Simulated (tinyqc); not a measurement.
# Abrupt p-n junction, non-linear Poisson equation by Newton steps: what changes with what

One dimension, p side on the left, n side on the right; net doping C = -Na for x < 0 and +Nd for x > 0. The potential psi is counted from the intrinsic level, and the quasi-Fermi potentials are flat: 0 for holes and -V for electrons, so n = ni exp((psi + V)/Vt) and p = ni exp(-psi/Vt) (Boltzmann statistics, full ionisation, no current).

Parameters, values chosen for the exercise; band and dielectric values close to those of silicon:
- T = 273 K (temperature)
- Eg = 1.14 eV (band gap)
- eps_r = 11.9 (relative permittivity)
- Nc = 2.42e19 cm^-3 (conduction-band density of states at T)
- Nv = 2.32e19 cm^-3 (valence-band density of states at T)
- Na = 2.4e18 cm^-3 (acceptor density of the p side)
- Nd = 7.4e17 cm^-3 (donor density of the n side)
- V = 0.19 V (bias of the p side against the n side)

Constants: q = 1.602176634e-19 C, kB = 1.380649e-23 J/K, Vt = kB T/q, eps0 = 8.8541878128e-14 F/cm where lengths are in cm. Results are converted to the units shown.

Each table varies one quantity; the others keep the values above.

## Capacitance and field against bias

The Poisson equation d/dx(eps0 eps_r dpsi/dx) = -q (p - n + C) is solved on a mesh of more than 1000 nodes that ends in neutral material (psi_p = -Vt ln(Na/ni), psi_n = Vt ln(Nd/ni) - V). C_j = q d/dV of the integral of p over x, from the linearised equation. ni = sqrt(Nc Nv) exp(-Eg/(2 Vt)), Eg in volts. Depletion approximation: Vbi = Vt ln(Na Nd/ni^2), W = sqrt(2 eps0 eps_r (Vbi - V)(1/Na + 1/Nd)/q), xp = W Nd/(Na + Nd), xn = W Na/(Na + Nd), peak field 2 (Vbi - V)/W, capacitance eps0 eps_r/W. The last column applies it to an abrupt Na-Nd junction.

Result of one run:

| V (V) | peak \|E\| (kV/cm) | C_j (nF/cm^2) | 1/C_j^2 (cm^4/uF^2) | eps0 eps_r/C_j (nm) | abrupt depletion C (nF/cm^2) |
|---|---|---|---|---|---|
| -1.28 | 620.4 | 146.1 | 46.87 | 72.13 | 144.6 |

What becomes of these results when the bias of the p side against the n side V is changed from -1.28 to 0.15 V, all else the same?

Result of the changed run:

| V (V) | peak \|E\| (kV/cm) | C_j (nF/cm^2) | 1/C_j^2 (cm^4/uF^2) | eps0 eps_r/C_j (nm) | abrupt depletion C (nF/cm^2) |
|---|---|---|---|---|---|
| 0.15 | 372.7 | 243.1 | 16.92 | 43.33 | 236.4 |

The whole series:

| V (V) | peak \|E\| (kV/cm) | C_j (nF/cm^2) | 1/C_j^2 (cm^4/uF^2) | eps0 eps_r/C_j (nm) | abrupt depletion C (nF/cm^2) |
|---|---|---|---|---|---|
| 0.15 | 372.7 | 243.1 | 16.92 | 43.33 | 236.4 |
| -0.09 | 424.5 | 213.5 | 21.94 | 49.36 | 208.8 |
| -0.33 | 470.6 | 192.6 | 26.97 | 54.72 | 189.1 |
| -0.57 | 512.6 | 176.8 | 32.00 | 59.60 | 174.1 |
| -0.81 | 551.4 | 164.3 | 37.02 | 64.11 | 162.2 |
| -1.04 | 586.2 | 154.6 | 41.84 | 68.16 | 152.8 |
| -1.28 | 620.4 | 146.1 | 46.87 | 72.13 | 144.6 |
| -1.52 | 652.8 | 138.8 | 51.90 | 75.90 | 137.5 |
| -1.76 | 683.7 | 132.5 | 56.92 | 79.49 | 131.4 |
| -2 | 713.3 | 127.1 | 61.95 | 82.93 | 126.1 |

With V going from 0.15 to -2 V, C_j falls from 243 to 127 nF/cm^2 and the peak field rises from 373 to 713 kV/cm. The slope of 1/C_j^2, read as N = 2/(q eps0 eps_r |slope|), gives 5.66e17 cm^-3 between the first two rows and 5.66e17 cm^-3 between the last two, against Na Nd/(Na + Nd) = 5.66e17 cm^-3; the slopes of all rows agree within 0.01 %, as for uniform doping at both edges. At the end C_j goes as (Vbi - V)^(-0.51) with Vbi = 1.00 V, and it is 0.79 % above the abrupt depletion formula (at the first row 2.9 % above it). For V = -1.04, -1.28, -1.52, -1.76, -2 the peak field is at a level where avalanche or tunnelling currents, left out here, set in for such a gap.

## Effect of the band gap

Exact first integral for an abrupt junction with thick neutral sides: psi_p = -Vt ln(Na/ni), psi_n = Vt ln(Nd/ni) - V, psi_j = (Nd psi_n + Na psi_p - Vt (Nd - Na))/(Na + Nd) at the junction, n_j = ni exp((psi_j + V)/Vt), p_j = ni exp(-psi_j/Vt), and E_j^2 = (2 q/(eps0 eps_r)) [Nd (psi_n - psi_j - Vt) + Vt (n_j + p_j)] (minority densities of the neutral sides neglected).

The same in every row: share of W on the n side (%) = 76.43.

Result of one run:

| Eg (eV) | ni (cm^-3) | Vbi (V) | W (nm) | peak field, depletion (kV/cm) | peak field, exact (kV/cm) |
|---|---|---|---|---|---|
| 0.89 | 1.444e11 | 0.7546 | 36.23 | 311.6 | 298.4 |

What becomes of these results when the band gap Eg is changed from 0.89 to 2 eV, all else the same?

Result of the changed run:

| Eg (eV) | ni (cm^-3) | Vbi (V) | W (nm) | peak field, depletion (kV/cm) | peak field, exact (kV/cm) |
|---|---|---|---|---|---|
| 2 | 8.202 | 1.865 | 62.40 | 536.7 | 529.1 |

The whole series:

| Eg (eV) | ni (cm^-3) | Vbi (V) | W (nm) | peak field, depletion (kV/cm) | peak field, exact (kV/cm) |
|---|---|---|---|---|---|
| 0.7 | 8.192e12 | 0.5646 | 29.51 | 253.8 | 237.9 |
| 0.89 | 1.444e11 | 0.7546 | 36.23 | 311.6 | 298.4 |
| 1.07 | 3.149e9 | 0.9346 | 41.61 | 357.9 | 346.4 |
| 1.26 | 5.551e7 | 1.125 | 46.62 | 400.9 | 390.7 |
| 1.44 | 1.210e6 | 1.305 | 50.91 | 437.9 | 428.5 |
| 1.63 | 2.134e4 | 1.495 | 55.08 | 473.7 | 465.1 |
| 1.81 | 465.3 | 1.675 | 58.76 | 505.3 | 497.3 |
| 2 | 8.202 | 1.865 | 62.40 | 536.7 | 529.1 |

ni falls from 8.19e12 to 8.20 cm^-3, and Vbi follows the gap one to one, staying 0.135 V below it (Vt ln(Nc Nv/(Na Nd))). W rises from 29.5 to 62.4 nm and the exact peak field rises from 238 to 529 kV/cm. W goes as the square root of Vbi - V, the exact field as (Vbi - V)^(0.53) on average. The depletion field is 6.7 % above the exact one in the first row and 1.4 % above it in the last.

Computed by the program tinyqc: `OMP_NUM_THREADS=1 python tinyqc.py 2000035 2000036 out.jsonl`, one thread of a shared Intel Xeon 2.30GHz, about 0.02 s for the whole run.
